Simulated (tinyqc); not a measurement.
Inside a calculation. Method: coupled-perturbed Hartree-Fock on RHF in the 6-311g basis, for H2, spin multiplicity 1. One step of it, computed by the program tinyqc.

Problem. Response to a field: uncoupled start. Field along z; U_ai = -mu_ai / (e_a - e_i), alpha = -4 sum U_ai mu_ai.

orbital energies (hartree): MO1 -0.542221, MO2 0.135198, MO3 0.322348, MO4 0.572634, MO5 2.564671, MO6 2.622061

dipole integrals <a|z|i> (bohr), order a2, a3, a4, a5, a6:
$$\begin{pmatrix}
-1.111772 \\
0.000000 \\
0.411668 \\
-0.030701 \\
0.000000
\end{pmatrix}$$

Give: uncoupled U; uncoupled polarisability.

Solution.

uncoupled U, order a2, a3, a4, a5, a6:
$$\begin{pmatrix}
1.641 \\
0.000 \\
-0.369 \\
0.010 \\
0.000
\end{pmatrix}$$

uncoupled polarisability = 7.908 bohr^3
